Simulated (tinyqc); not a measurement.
Thermodynamics of metal silicides: hull, first phase, silicon consumed, nucleation and stability against SiO2: one step, computed by the program tinyqc.

Entropies of formation of the solids are neglected, so heats stand for free energies. Si fractions: M2Si 0.3333, MSi 0.5000, MSi2 0.6667.

Task: First phase. Effective heat of formation: at the interface the mixture has the Si fraction x_e; the limiting element scales the heat, H_eff = H x_e/x if x_e < x, H (1 - x_e)/(1 - x) otherwise. The rule names the most negative as the first phase; its restriction to congruently melting phases is left out here.

Inputs (values chosen for the exercise, for a model metal):

| quantity | value | unit |
|---|---|---|
| heat of formation of M2Si | -44.7 | kJ/mol atoms |
| heat of formation of MSi | -58 | kJ/mol atoms |
| heat of formation of MSi2 | -24.5 | kJ/mol atoms |
| Si fraction x_e at the lowest liquidus | 0.59 | - |

Phases: M2Si, MSi, MSi2.

Give: H_eff; most negative H_eff.

Result:

H_eff (kJ/mol atoms): M2Si -27.4905, MSi -47.5600, MSi2 -21.6825

most negative H_eff = -47.56 kJ/mol atoms

The rule picks MSi, ahead of M2Si by 20.1 kJ/mol. The rule is empirical and ignores nucleation barriers.
